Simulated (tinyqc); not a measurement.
# Scattering mobility, thermal velocity and mass from two apparent mobilities

Problem. 1/mu_app = 1/mu_0 + 1/mu_B with the ballistic mobility mu_B = vT L/(2 Vt) and vT = sqrt(2 kB T/(pi m)) (non-degenerate carriers); the mean free path is 2 Vt mu_0/vT. Find mu_0, vT, m and the mean free path.

Values chosen for this exercise:
- T = 400 K (temperature)

Constants: q = 1.602176634e-19 C, kB = 1.380649e-23 J/K, m0 = 9.1093837015e-31 kg, Vt = kB T/q. Results are converted to the units shown.

apparent mobility at L = 25 and 400 nm (cm^2/(V s)): [385.58548, 985.83951]

Solution. 1/mu_app is linear in 1/L: the slope is 2 Vt/vT and the intercept 1/mu_0.

mu_0 = 1.10e3 cm^2/(V s)
vT = 1.64e7 cm/s
m = 0.144 m0
mean free path = 46.3 nm

Numbers from tinyqc (`OMP_NUM_THREADS=1 python tinyqc.py 2380007 2380008 out.jsonl`; about 0.01 s on one thread of a shared Intel Xeon 2.30GHz).
